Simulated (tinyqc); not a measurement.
Charge control and current of a heterostructure field-effect transistor: one step, computed by the program tinyqc. Command: `OMP_NUM_THREADS=1 python tinyqc.py 3005690 3005691 out.jsonl hemt walk`. One thread of a shared host (Intel(R) Xeon(R) Processor @ 2.30GHz), about 0.01 s of CPU time with the checks.

Two subbands in a triangular well; E_F is counted from the conduction band edge of the channel at the interface.

Problem. Threshold and barrier capacitance. Threshold V_T = phi_B - dE_c - e N_d (d - spacer)/(eps eps_0) (in volts); C_b = eps eps_0/d.

Inputs (values chosen for the exercise, modelled on AlGaAs/GaAs):
```
quantity                                  value    unit
permittivity eps (barrier and channel)     12.1       -
barrier thickness d                          21      nm
Schottky barrier phi_B                        1      eV
conduction band offset dE_c                0.32      eV
delta-doping density N_d                4.8e+12  1/cm^2
spacer between delta layer and channel      2.8      nm
```

Charge source: delta doping. Velocity law: smooth.

Constants: e = 1.602176634e-19 C; eps_0 = 8.8541878128e-12 F/m.

Give: threshold voltage V_T; barrier capacitance C_b.

Solution.

threshold voltage V_T = -0.6264 V

barrier capacitance C_b = 0.5102 microfarad/cm^2

The device is normally on.
